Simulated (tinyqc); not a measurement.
Schottky barrier with interface states (Cowley-Sze model), image lowering and contact resistance: one step, computed by the program tinyqc. Command: `OMP_NUM_THREADS=1 python tinyqc.py 3015976 3015977 out.jsonl pinning walk`. One thread of a shared host (Intel(R) Xeon(R) Processor @ 2.30GHz), about 0.01 s of CPU time with the checks.

An n-type semiconductor under a metal. The barrier lies between the Schottky-Mott limit phi_M - chi and the Bardeen limit E_g - E_n, E_n being the neutrality level of the interface states; the space-charge term of the full Cowley-Sze expression is left out.

Question. Tunnelling scale and contact resistivity. A* = 4 pi e m_e M_c k_B^2/h^3 (a simple valley count); J_s = A* T^2 exp(-phi/k_B T). E_00 = (e hbar/2) sqrt(N/(m_e eps_s eps_0)), E_0 = E_00 coth(E_00/k_B T); scaling form of the contact resistivity rho_c = (k_B/(e A* T)) exp(phi_B/E_0), which is the thermionic result when E_00 << k_B T and keeps only the leading exponential of tunnelling when E_00 >> k_B T; image lowering is left out of it.

Inputs (values chosen for the exercise, with gap, mass and screening modelled on CdS):
```
quantity                   value   unit
dielectric constant eps_s   8.39      -
electron mass m_e          0.202    m_0
valleys M_c                    1      -
donor density N            1e+15  cm^-3
temperature T                200      K
```

Pinning factor from: interface states.

barrier phi_B = 0.7868111 eV

Constants: k_B = 8.617333262e-05 eV/K; hbar = 1.054571817e-34 J s; m_0 = 9.1093837015e-31 kg; eps_0 = 8.8541878128e-12 F/m; e = 1.602176634e-19 C; k_B = 1.380649e-23 J/K; h = 6.62607015e-34 J s.

Give: E_00; E_00/k_B T; E_0; contact resistivity rho_c.

Answer.

E_00 = 4.5099e-04 eV

E_00/k_B T = 0.026168

E_0 = 0.017239 eV

contact resistivity rho_c = 1.1788e+12 ohm cm^2

With the usual bounds 0.5 and 5 on E_00/k_B T the regime is thermionic emission; so large a rho_c means a blocking contact.
